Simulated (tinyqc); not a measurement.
Hubbard ring of 6 sites, step by step. Computed by tinyqc, a small Python program that keeps every step. Settings: hopping = 1.22, U = 3.1, mixing = 1, iteration cap = 53. Command: `OMP_NUM_THREADS=1 python tinyqc.py 26740 26741 out.jsonl` (the two numbers bound the seeds that draw the settings). One thread of a shared host (Intel(R) Xeon(R) Processor @ 2.60GHz), about 0.2 s of CPU time with the checks.

one-body matrix (hopping and site energies) (eV), order 1, 2, 3, 4, 5, 6:
```
[[-0.300000, -1.220000, 0.000000, 0.000000, 0.000000, -1.220000],
 [-1.220000, -0.040000, -1.220000, 0.000000, 0.000000, 0.000000],
 [0.000000, -1.220000, 0.280000, -1.220000, 0.000000, 0.000000],
 [0.000000, 0.000000, -1.220000, 0.520000, -1.220000, 0.000000],
 [0.000000, 0.000000, 0.000000, -1.220000, -0.510000, -1.220000],
 [-1.220000, 0.000000, 0.000000, 0.000000, -1.220000, 0.090000]]
```

U = 3.100000 eV

electrons, up and down: [3, 3]

n(up) at the start (a guess, not normalised): [0.950000, 0.050000, 0.950000, 0.050000, 0.950000, 0.050000]

n(down) at the start (a guess): [0.050000, 0.950000, 0.050000, 0.950000, 0.050000, 0.950000]

Each step fills the lowest levels of T + U n(other spin) and sets n(new) = n + mixing (n(out) - n); stop when output and input agree to 1e-8.

Course of the cycle:
```
iteration       E (eV)  largest |n(out) - n(in)|  mean |n_up - n_down|
1          -4.89006143                  1.77e-01              0.658241
2          -5.05933356                  6.06e-02              0.549859
3          -5.11089332                  4.22e-02              0.484426
4          -5.13267843                  2.49e-02              0.441021
5          -5.14364371                  1.95e-02              0.409244
6          -5.14982495                  1.38e-02              0.385314
7          -5.15358873                  1.14e-02              0.366295
8          -5.15601622                  8.83e-03              0.351047
9          -5.15765090                  7.52e-03              0.338367
10         -5.15879041                  6.12e-03              0.327818
11         -5.15960676                  5.33e-03              0.318793
...                ...                       ...                   ...
43         -5.16229957                  2.21e-04              0.249404
44         -5.16230074                  2.01e-04              0.249056
45         -5.16230174                  1.89e-04              0.248734
46         -5.16230260                  1.71e-04              0.248437
47         -5.16230333                  1.61e-04              0.248162
48         -5.16230395                  1.47e-04              0.247908
49         -5.16230449                  1.38e-04              0.247673
50         -5.16230494                  1.25e-04              0.247456
51         -5.16230534                  1.18e-04              0.247254
52         -5.16230567                  1.07e-04              0.247069
53         -5.16230596                  1.01e-04              0.246896
```

Can the last value be used, and what does the course show?

Not by the stop rule, although the second column moves by less than 1e-06 over the last three steps. Not converged within 53 iterations: the residual falls steadily but slowly, by a factor of about 0.93 a step. The lowest mean-field energy found from random starts is -5.16231 eV. Reruns (cap 100 unless said): mixing 0.2: not converged; mixing 0.5: not converged; mixing 0.9: not converged; the original settings with a cap of 400: converged in 176 (E = -5.16231).
